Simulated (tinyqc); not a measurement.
Harmonic transition-state theory with quantum, tunnelling and friction corrections. Changing the temperature T. Computed by tinyqc, a small Python program. Command: `OMP_NUM_THREADS=1 python tinyqc.py 3007670 3007671 out.jsonl rates sweep`. One thread of a shared host (Intel(R) Xeon(R) Processor @ 2.30GHz), about 0.02 s of CPU time with the checks.

One atom hops between equivalent sites; three modes at the minimum and two real modes at the saddle are treated as harmonic, the rest of the crystal as unchanged; melting is ignored, so hot rows may lie above the melting point.

Inputs (values chosen for the exercise, modelled on an adatom on a metal):
```
quantity                                value      unit
barrier E_b                             0.477        eV
imaginary frequency at the saddle nu_b   2.35       THz
jump length d                             2.6  angstrom
number of jump directions z                 4         -
```

Lattice of sites: two-dimensional.

frequencies at the minimum (THz): 3.68  3.88  3.9

real frequencies at the saddle (THz): 4.8  5.27

Constants: k_B = 8.617333262e-05 eV/K; h x 1 THz = 4.135667696 meV.

Method:
- Vineyard: nu* = product of minimum frequencies / product of real saddle frequencies; k_cl = nu* exp(-E_b/(k_B T)).
- Activation entropy S = k_B ln(nu* h/(k_B T)); for uncorrelated jumps D = z k d^2/4 and D0 = z nu* d^2/4; 1 angstrom^2 = 1e-16 cm^2.
- Quantum harmonic: k_q = (k_B T/h) [prod 2 sinh(x_i/2) (minimum) / prod 2 sinh(x_j/2) (saddle)] exp(-E_b/(k_B T)), x = h nu/(k_B T).
- Zero-point correction to the barrier = (h/2)(sum of saddle frequencies - sum of minimum frequencies).
- With u = h nu_b/(k_B T): Wigner factor 1 + u^2/24; parabolic barrier (Bell) (u/2)/sin(u/2), valid above T_c = h nu_b/(2 pi k_B); symmetric Eckart barrier: kappa = int_0^infinity P(E) exp(-(E - E_b)/(k_B T)) dE/(k_B T), P = (cosh 2a - 1)/(cosh 2a + cosh 2d), a = alpha sqrt(E/E_b), alpha = 2 pi E_b/(h nu_b), 2d = 2 sqrt(alpha^2 - pi^2/4).

One run for each value:
```
temperature T (K)  classical rate k_cl (1/s)  ratio k_q/k_cl  Eckart factor  classical diffusivity D (cm^2/s)
200                               2.1029e+00         0.98406         1.0138                        1.4216e-15
250                               5.3308e+02         0.98960         1.0089                        3.6036e-13
310                               3.8720e+04         0.99316         1.0058                        2.6175e-11
380                               1.0386e+06         0.99541         1.0039                        7.0209e-10
470                               1.6899e+07         0.99699         1.0026                        1.1424e-08
590                               1.8542e+08         0.99808         1.0017                        1.2534e-07
900                               4.6947e+09         0.99917         1.0008                        3.1736e-06
1100                              1.4364e+10         0.99945         1.0005                        9.7097e-06
```

Give the missing row, temperature T (K) = 730.

Computed row:
```
temperature T (K)  classical rate k_cl (1/s)  ratio k_q/k_cl  Eckart factor  classical diffusivity D (cm^2/s)
730                               1.1209e+09         0.99874         1.0011                        7.5775e-07
```

Interpolating between the two neighbouring rows (the first column on a logarithmic scale, the others too where they are positive) misses most in classical rate k_cl (1/s), by 16 %. Over the rows, classical rate k_cl (1/s) rises from 2.10 to 1.44e10 (exponent d ln y / d ln x 25 between the first rows and 5.6 between the last); ratio k_q/k_cl rises from 0.9841 to 0.9994 (exponent d ln y / d ln x 0.025 between the first rows and 0.0014 between the last); Eckart factor falls from 1.014 to 1.001 (exponent d ln y / d ln x -0.022 between the first rows and -0.0012 between the last). The apparent barrier of the corrected rate k_cl (k_q/k_cl) kappa(Eckart) is 0.477 eV between the coldest rows and 0.477 eV between the hottest, against E_b = 0.477 eV.
